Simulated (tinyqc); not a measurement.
What each parameter does: two-band k.p model of the X valleys of a zinc-blende crystal.

k along the valley axis, counted from X, c = hbar^2/2m0, e = c k^2/ml. H = [[e - D/2, i P k], [-i P k, e + D/2]] with P^2 = D0 c/ml, so E = e -/+ sqrt(D^2/4 + D0 e). For D = 0 (diamond lattice) the bands cross at X.

With x = D/D0: for x < 1 the minima lie at k_m = sqrt(ml D0 (1 - x^2)/(4 c)), the hump at X has the height dE = (D0/4)(1 - x)^2 and the mass at the minimum is ml/(1 - x^2); the mass at X is ml/(1 - 1/x), negative for x < 1. For x > 1 the minimum is at X.

Thermal masses along the axis for one X point, lower band, E from the minimum, on 1601 points from -0.8 to 0.8 1/angstrom: density-of-states mass m_d = c I^2/(pi kT), I = integral of exp(-E/kT) dk; conductivity mass m_c = 2 c kT/<(dE/dk)^2> with central differences.

Constants: hbar^2/2m0 = 3.80998211 eV angstrom^2; kB = 8.617333262e-05 eV/K.

Values chosen for the exercise (of the order of those of AlAs; shifted at random, so the results belong to these values and not to a real crystal):

| symbol | value | unit | meaning |
|---|---|---|---|
| D | 0.391 | eV | splitting of the two conduction levels at X |
| D0 | 0.148 | eV | coupling energy |
| ml | 0.635 | m0 | mass along the axis from remote bands |
| T | 20 | K | temperature |

Shape of the lower band and thermal masses.

One parameter was then changed.

Results before and after:

| case | k_m (1/angstrom) | dE (meV) | m_d (m0) | m_c (m0) |
|---|---|---|---|---|
| base | 0.0000 | 0.000 | 1.019 | 1.017 |
| changed | 0.0000 | 0.000 | 0.989 | 0.986 |

Which of these changes was made? (a) D = 0.3793 eV; (b) T = 19.4 K; (c) ml = 0.6159 m0; (d) D0 = 0.1436 eV.
Answer: (c) ml = 0.6159 m0. Of the candidates, run in turn, only this one gives the changed row.

All candidates:

| case | k_m (1/angstrom) | dE (meV) | m_d (m0) | m_c (m0) |
|---|---|---|---|---|
| base | 0.0000 | 0.000 | 1.019 | 1.017 |
| D = 0.3793 eV | 0.0000 | 0.000 | 1.038 | 1.036 |
| D0 = 0.1436 eV | 0.0000 | 0.000 | 1.001 | 0.999 |
| ml = 0.6159 m0 | 0.0000 | 0.000 | 0.989 | 0.986 |
| T = 19.4 K | 0.0000 | 0.000 | 1.019 | 1.017 |

Run: tinyqc, `OMP_NUM_THREADS=1 python tinyqc.py 1880087 1880088 out.jsonl`; Intel(R) Xeon(R) Processor @ 2.30GHz, one thread, shared host; about 0.01 s of CPU time with all checks.
